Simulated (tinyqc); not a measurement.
Weibull analysis of times to dielectric breakdown, with area scaling: two steps of the calculation.

Breakdown times follow F(t) = 1 - exp(-(t/t63)^beta). The 10 times below were drawn at random from beta = 1.6, t63 = 79 s and are treated as data; all samples failed.

Values chosen for this exercise:
```
symbol,value,unit,meaning
t63,79,s,characteristic time of a test capacitor
beta,1.6,,Weibull slope
```

Question 1. Straight-line fit. W = ln(-ln(1 - F)) is the Weibull ordinate of each ranked failure. Least squares of W on ln t: beta = sum (x - mean x)(W - mean W)/sum (x - mean x)^2 with x = ln t, and ln t63 = mean x - mean W/beta.

| i | W | ln t |
|---|---|---|
| 1 | -2.6638431 | 3.5835189 |
| 2 | -1.7232632 | 3.6788291 |
| 3 | -1.2020231 | 3.8836235 |
| 4 | -0.8216665 | 3.9871305 |
| 5 | -0.5085954 | 4.2180360 |
| 6 | -0.2303654 | 4.4391156 |
| 7 | 0.0329250 | 4.5325995 |
| 8 | 0.2990329 | 4.9126549 |
| 9 | 0.5939772 | 4.9904326 |
| 10 | 0.9926889 | 5.0751738 |

Wanted: beta; t63.

Answer 1.

beta = 1.9574
t63 = 99.222 s

beta is 22 % above the value that made the data and t63 26 % above it.

Question 2. Likelihood estimate of beta. Maximum likelihood: a(beta) = 1/beta with a = sum t^beta ln t/sum t^beta - mean ln t. Averaged step: beta(new) = [beta + 1/a(beta)]/2.

| i | t (s) |
|---|---|
| 1 | 36 |
| 2 | 39.6 |
| 3 | 48.6 |
| 4 | 53.9 |
| 5 | 67.9 |
| 6 | 84.7 |
| 7 | 93 |
| 8 | 136 |
| 9 | 147 |
| 10 | 160 |

beta after iteration 1 = 2.1197566

Give: beta after iteration 2.

Answer 2.

beta after iteration 2 = 2.139

Program tinyqc, `OMP_NUM_THREADS=1 python tinyqc.py 2070162 2070163 out.jsonl`; Intel Xeon 2.30GHz, shared host, one thread, about 0.01 s.
